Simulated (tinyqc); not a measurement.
Inside a calculation. Method: Hubbard chain of 3 sites. One step of it, computed by the program tinyqc.

Problem. Mean-field iteration 3. H(up) = T + U n(down), H(down) = T + U n(up); fill the lowest levels; n(new) = n + mixing (n(out) - n); E = tr T (rho up + rho down) + U sum n_up n_down of the output.

one-body matrix (hopping and site energies) (eV), lower triangle:
```
           1          2         3
1   0.000000
2  -1.830000   0.000000
3   0.000000  -1.830000  0.000000
```

U = 8.200000 eV

electrons, up and down: 1  1

mixing = 1

n(up) after iteration 2: 1 0.449332, 2 0.101335, 3 0.449332

n(down) after iteration 2: 1 0.133105, 2 0.733789, 3 0.133105

Give: levels, up; levels, down; energy; n(up) after iteration 3; n(down) after iteration 3.

Solution.

levels, up (eV): -0.018  1.091  7.127

levels, down (eV): -0.698  3.685  5.213

energy = -2.301 eV

n(up) after iteration 3: 1 0.422, 2 0.155, 3 0.422

n(down) after iteration 3: 1 0.129, 2 0.741, 3 0.129
